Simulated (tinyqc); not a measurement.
Binary melting diagram from solution models of liquid and solid: one step, computed by the program tinyqc. Command: `OMP_NUM_THREADS=1 python tinyqc.py 3025086 3025087 out.jsonl melt walk`. One thread of a shared host (Intel(R) Xeon(R) Processor @ 2.30GHz), about 0.01 s of CPU time with the checks.

x is the fraction of B. In a phase with interaction L: mu_A = G_A + R T ln(1 - x) + L x^2, mu_B = G_B + R T ln x + L (1 - x)^2. Melting: G(liquid) - G(solid) = H (1 - T/T_m) for each pure component.

Question. Tie line by Newton steps. Equal potentials: F_A = dG_A + R T ln[(1 - xl)/(1 - xs)] + L_L xl^2 - L_S xs^2 = 0, F_B = dG_B + R T ln(xl/xs) + L_L (1 - xl)^2 - L_S (1 - xs)^2 = 0. Newton steps from the ideal values with the exact Jacobian, halved if x would leave (0, 1); stop below 1e-12, residuals under 1e-7 shown as 0.

Inputs (values chosen for the exercise, modelled on Si-Ge):
```
quantity                value    unit
melting point T_A        1687       K
melting point T_B        1211       K
heat of melting H_A      50.2  kJ/mol
heat of melting H_B      36.8  kJ/mol
liquid interaction L_L    6.1  kJ/mol
solid interaction L_S     3.7  kJ/mol
```

Diagram: complete solid solution (lens).

T = 1387.12 K

Constants: R = 8.314462618 J/(mol K).

Give: Iteration; liquidus xl; solidus xs.

Answer.

Iteration:
```
step      xl      xs  F_A (kJ/mol)  F_B (kJ/mol)
1     0.7588  0.4771     2.670e+00    -6.568e-01
2     0.8344  0.4904    -6.850e-01    -1.511e-02
3     0.8199  0.4809    -3.910e-02     1.359e-03
4     0.8190  0.4805    -1.287e-04     2.396e-06
5     0.8190  0.4805             0             0
6     0.8190  0.4805             0             0
```

liquidus xl = 0.8190

solidus xs = 0.4805
